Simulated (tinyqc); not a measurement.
Inside a calculation. Method: coherent transport through a tight-binding region between two chains. One step of it, computed by the program tinyqc.

Problem. Transmission at E = 0.47 eV. Surface Green function g = (E - i sqrt(4 t^2 - E^2)) / (2 t^2); self-energy tc^2 g on each contact site; G = (E - H - Sigma)^(-1); Gamma = -2 Im Sigma; T = Gamma_L Gamma_R |G_LR|^2; local density of states -Im G_ii / pi.

H of the central region (eV):
$$\begin{pmatrix}
0.000000 & -2.380000 & 0.000000 & 0.000000 \\
-2.380000 & 0.000000 & -2.380000 & 0.000000 \\
0.000000 & -2.380000 & 0.000000 & -2.380000 \\
0.000000 & 0.000000 & -2.380000 & 0.000000
\end{pmatrix}$$

Leads: semi-infinite chains with site energy 0:
```
parameter                           value
lead hopping t (eV)              2.850000
coupling to the left lead (eV)   0.890000
coupling to the right lead (eV)  0.990000
left contact site                       1
right contact site                      4
```

E = 0.470000 eV

Give: g; G; local density of states; transmission.

Solution.

g = 0.0289-0.3497i 1/eV

G (1/eV):
$$\begin{pmatrix}
-0.1649-0.0818i & 0.4416+0.0346i & 0.0777+0.0750i & -0.4570-0.0494i \\
0.4416+0.0346i & -0.0789-0.0579i & -0.0059-0.0231i & 0.0801+0.0625i \\
0.0777+0.0750i & -0.0059-0.0231i & -0.0765-0.0704i & 0.4412+0.0370i \\
-0.4570-0.0494i & 0.0801+0.0625i & 0.4412+0.0370i & -0.1672-0.0698i
\end{pmatrix}$$

local density of states (1/eV): [0.0260, 0.0184, 0.0224, 0.0222]

transmission = 0.0802
